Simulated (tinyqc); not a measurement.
What moves the results: configuration-coordinate model of carrier capture at a defect. A value that a table varies takes the place of the one given here.

Two parabolas of equal curvature k in one coordinate Q: with the carrier free at the band edge, U_f = k Q^2/2; with the carrier trapped, U_t = k (Q - dQ)^2/2 - ET. ER = k dQ^2/2, Huang-Rhys factor S = ER/hw, hw = 0.0646541 sqrt(k/M) eV for k in eV/angstrom^2 and M in u. The curves cross at a height Eb = (ER - ET)^2/(4 ER) above the free minimum.

Multiphonon factor for giving p = ET/hw phonons to the lattice: W = exp(-S (2 nb + 1)) ((nb + 1)/nb)^(p/2) I_p(x), nb = 1/(exp(hw/kT) - 1), x = 2 S sqrt(nb (nb + 1)), I_p the modified Bessel function. Classical limit: W = hw exp(-Eb/kT)/sqrt(4 pi ER kT). At T = 0: exp(-S) S^p/Gamma(p + 1).

Constants: kB = 8.617333262e-05 eV/K.

Parameters, chosen for this exercise (of the size met at an oxide trap near a Si / SiO2 interface; not measured data): ET = 0.27 eV (thermal depth of the level below the band edge); ER = 1.33 eV (relaxation energy); hw = 0.04 eV (phonon energy of the mode); T = 77 K (temperature).

## Capture against temperature

The local activation energy is -d ln W/d(1/kT), by central differences with T changed by 1 %.

Against T:
```
T (K)  kT/hw  log10 W  log10 W, classical  activation energy (eV)
40     0.086   -7.653             -27.389                  0.0000
60     0.129   -7.638             -18.607                  0.0014
80     0.172   -7.548             -14.234                  0.0094
120    0.259   -7.031              -9.887                  0.0485
160    0.345   -6.317              -7.732                  0.0896
220    0.474   -5.377              -5.987                  0.1294
300    0.646   -4.505              -4.764                  0.1552
400    0.862   -3.824              -3.939                  0.1681
550    1.185   -3.236              -3.283                  0.1731
```

log10 W at T = 0 = -7.654
Eb = 0.2112 eV

At 40 K log10 W is -7.65, against -7.65 at T = 0 and -27.4 classically; at 550 K the two forms differ by +0.05. The activation energy read from an Arrhenius plot goes from 0.000 eV at 40 K to 0.173 at 550 K, with its largest value 0.173 at 550 K, against Eb = 0.211 eV; the classical form itself gives Eb - kT/2. A measured slope therefore understates the barrier.

## Capture against depth of the level

ET is varied at fixed ER, hw and T, as by moving the band edge with alloying or pressure.

Against ET:
```
ET/ER  ET (eV)  Eb (eV)  log10 W  log10 W, classical
0.10     0.133   0.2693  -10.153             -18.548
0.25     0.333   0.1870   -6.627             -13.162
0.50     0.665   0.0831   -3.214              -6.361
0.75     0.998   0.0208   -1.592              -2.281
1.00     1.330   0.0000   -1.162              -0.920
1.25     1.663   0.0208   -1.626              -2.281
1.50     1.995   0.0831   -2.806              -6.361
2.00     2.660   0.3325   -6.872             -22.683
3.00     3.990   1.3300  -20.065             -87.971
```

Capture is fastest at ET/ER = 1 among these rows, where the barrier vanishes or nearly so. The classical form is symmetric about ET = ER; the quantum one gives -3.21 at 0.5 and -2.81 at 1.5, against -6.36 for both. At ET = 3 ER it lies 67.9 decades above the classical value: deep levels capture by emitting many phonons, and the rate falls with depth by 9.9 decades per eV between the last two rows. Rows deeper than the gap of the host are formal.

## What each parameter does

Eb, log10 W and the full width 2.35482 sqrt(ER hw coth(hw/2kT)). Each row changes one parameter from the base and keeps the others.

Results:
```
case           Eb (eV)  log10 W  full width (eV)
base            0.2112   -7.569           0.5445
ET = 0.31 eV    0.1956   -6.952           0.5445
ER = 1.38 eV    0.2232   -7.995           0.5546
hw = 0.048 eV   0.2112   -6.455           0.5954
T = 107 K       0.2112   -7.239           0.5503
```

The largest shifts from the base row, up to three for each result and ties (the steps differ in size, so this ranks the rows, not the parameters). Eb (eV): ET -0.0156, ER +0.0120; unchanged at the printed digits by hw and T. log10 W: hw +1.114, ET +0.617, ER -0.426. full width (eV): hw +0.0510, ER +0.0101, T +0.0058; unchanged at the printed digits by ET.

Computed by tinyqc, a small Python program: `OMP_NUM_THREADS=1 python tinyqc.py 1452831 1452832 out.jsonl` (the numbers bound the seed that draws the inputs); one thread of a shared host (Intel(R) Xeon(R) Processor @ 2.30GHz), about 0.01 s for the whole set of steps.
